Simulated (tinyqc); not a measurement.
What each parameter does: inter-valley coupling by envelope functions against a chain of atomic planes.

Chain: E(phi) = e0 + 2 v cos(phi) + 2 u cos(2 phi), cos(phi0) = -v/(4u), e0 = 2u + v^2/(4u); plane j = 0, 1, ... has the potential V_j = dE x_j + F (j - 30) a/4 (1 MV/m = 1e-4 V/angstrom). There are 30 barrier planes a side; with y = j - 29.5, x_j = xb (f(y) + f(Nw - y)), f(y) = 1/(1 + exp(y/L)), plus any Ge added in the well. The valley splitting is the spacing of the two lowest levels. Envelope theory: F_j solves a one-valley chain with hopping -b and diagonal 2b + V_j, b = 4u sin^2(phi0), sum F_j^2 = 1; the valleys couple by Dv = sum_j F_j^2 V_j exp(-2 i phi0 j) and split by 2|Dv|.

Parameters, chosen for this exercise (near those of the Delta valleys of silicon in a SiGe well; the results hold for these values, not for the real material): a = 5.431 angstrom (lattice constant; planes lie a/4 apart); u = 0.613 eV (second-neighbour hopping); v = 0.706 eV (nearest hopping); Nw = 69 (planes in the well); L = 1.5 planes (interface width); xb = 0.25 (Ge fraction of the barriers); dE = 0.51 eV (offset per unit Ge fraction); F = 2 MV/m (field); js = 40 (plane j of a Ge spike (the well starts at j = 30)); xs = 0.1 (Ge fraction added on that plane).

Chain with the spike on plane js.

One parameter was then changed.

Results before and after:
```
case     level (meV)  splitting (micro-eV)
base          12.764                1333.1
changed       12.997                1236.7
```

Which of these changes was made? (a) L = 2 planes; (b) F = 4 MV/m; (c) js = 43; (d) dE = 0.561 eV; (e) xs = 0.13; (f) Nw = 75; (g) xb = 0.3.

Answer: (a) L = 2 planes. Of the candidates, run in turn, only this one gives the changed row.

All candidates:
```
case           level (meV)  splitting (micro-eV)
base                12.764                1333.1
Nw = 75             12.628                1272.8
L = 2 planes        12.997                1236.7
xb = 0.3            12.894                1276.3
dE = 0.561 eV       12.880                1396.1
F = 4 MV/m          19.565                2224.1
js = 43             12.971                1747.2
xs = 0.13           12.899                1603.6
```

tinyqc: `OMP_NUM_THREADS=1 python tinyqc.py 1480601 1480602 out.jsonl`; about 0.1 s, one thread, shared Intel(R) Xeon(R) Processor @ 2.30GHz.
